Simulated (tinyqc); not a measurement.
Born-von Karman spring model of a cubic crystal with one atom per cell: one step, computed by the program tinyqc.

First neighbours lie at a/2 (1,1,1) (8 of them), second at a (1,0,0) (6), with all permutations and signs; the volume per atom is Omega = a^3/2. Two shells of springs match a real metal only roughly, above all at the zone boundary.

Task: Dynamical matrix at q. A neighbour at R with unit vector n couples by the matrix K(R) = kL n n^T + kT (1 - n n^T), and D(q) = (1/M) sum_R K(R) [1 - cos(q.R)].

Inputs (values chosen for the exercise, modelled on sodium):
```
quantity                value           unit
atomic mass M           22.99              u
radial spring k1L        0.25  eV/angstrom^2
transverse spring k1T   -0.01  eV/angstrom^2
radial spring k2L       0.034  eV/angstrom^2
transverse spring k2T  0.0059  eV/angstrom^2
```

Lattice: bcc.

wave vector q (2 pi/a): 0.58  0.3  0.24

Give: D(q).

Result:

D(q) (eV/(angstrom^2 u)):
```
         x         y         z
x  0.03622   0.01723   0.01175
y  0.01723   0.03484  -0.00415
z  0.01175  -0.00415   0.03393
```
